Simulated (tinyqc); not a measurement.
Bound state in one dimension: Numerov shooting, finite differences, DVR, step by step. Computed by tinyqc, a small Python program that keeps every step. Settings: points = 48. Command: `OMP_NUM_THREADS=1 python tinyqc.py 28727 28728 out.jsonl` (the two numbers bound the seeds that draw the settings). One thread of a shared host (Intel(R) Xeon(R) Processor @ 2.60GHz), about 0.01 s of CPU time with the checks.

## Numerov steps at E = 0.1

One particle of mass 1 in V = 4.4 (x^2 - 1.81^2)^2 / 1.81^4 (atomic units), psi = 0 at both ends:

| parameter | value |
|---|---|
| left end | -3.400000 |
| right end | 3.400000 |
| intervals | 48 |
| h | 0.141667 |
| state sought (nodes) | 1 |

k_i = 2 m (E - V_i); (1 + h^2 k_(i+1)/12) y_(i+1) = 2 (1 - 5 h^2 k_i/12) y_i - (1 + h^2 k_(i-1)/12) y_(i-1), from y_0 = 0, y_1 = 0.001.

Points along the way:

| i | x | V | k | y |
|---|---|---|---|---|
| 0 | -3.400000 | 28.132483 | -56.064967 | 0.000000 |
| 1 | -3.258333 | 22.090511 | -43.981023 | 0.001000 |
| 2 | -3.116667 | 16.989256 | -33.778512 | 0.002899 |
| 3 | -2.975000 | 12.739551 | -25.279101 | 0.006798 |
| 4 | -2.833333 | 9.256192 | -18.312383 | 0.014167 |
| 5 | -2.691667 | 6.457938 | -12.715876 | 0.026732 |
| 16 | -1.133333 | 1.626173 | -3.052347 | 0.489331 |
| 17 | -0.991667 | 2.154923 | -4.109846 | 0.591013 |
| 18 | -0.850000 | 2.673278 | -5.146556 | 0.742204 |
| 19 | -0.708333 | 3.155478 | -6.110957 | 0.971269 |
| 20 | -0.566667 | 3.579728 | -6.959457 | 1.321369 |
| 21 | -0.425000 | 3.928194 | -7.656389 | 1.858998 |

## Bisection on the node count

With more sign changes than the state has nodes (the last point included) the energy is too high, else too low; the bracket starts as 0.1 to 12.

Trials:

| trial | E | sign changes | y at the right end | next |
|---|---|---|---|---|
| 1 | 6.05000000 | 5 | -4.55e-02 | lower |
| 2 | 3.07500000 | 2 | 2.19e+01 | lower |
| 3 | 1.58750000 | 2 | 8.36e-01 | lower |
| 4 | 0.84375000 | 0 | 1.81e+03 | raise |
| 5 | 1.21562500 | 0 | 1.83e+02 | raise |
| 6 | 1.40156250 | 0 | 2.39e+01 | raise |
| 7 | 1.49453125 | 0 | 2.75e+00 | raise |
| 8 | 1.54101562 | 0 | 3.98e-02 | raise |
| 9 | 1.56425781 | 2 | 6.76e-02 | lower |
| 10 | 1.55263672 | 1 | -4.68e-02 | raise |
| 11 | 1.55844727 | 1 | -1.37e-02 | raise |
| 12 | 1.56135254 | 2 | 2.11e-02 | lower |
| 13 | 1.55989990 | 2 | 2.23e-03 | lower |
| 14 | 1.55917358 | 1 | -6.09e-03 | raise |
| ... | ... | ... | ... | ... |
| 29 | 1.55971134 | 2 | 1.58e-07 | lower |
| 30 | 1.55971133 | 2 | 2.86e-08 | lower |
| 31 | 1.55971132 | 1 | -3.63e-08 | raise |

eigenvalue = 1.55971132 hartree

## The same grid by other methods

Three-point finite differences and the sine-DVR kinetic matrix of Colbert and Miller on the same points.

Lowest levels (hartree):

| state | finite differences | DVR |
|---|---|---|
| 0 | 1.538134 | 1.543836 |
| 1 | 1.554077 | 1.559760 |
| 2 | 3.952394 | 3.965354 |
| 3 | 4.405273 | 4.430714 |
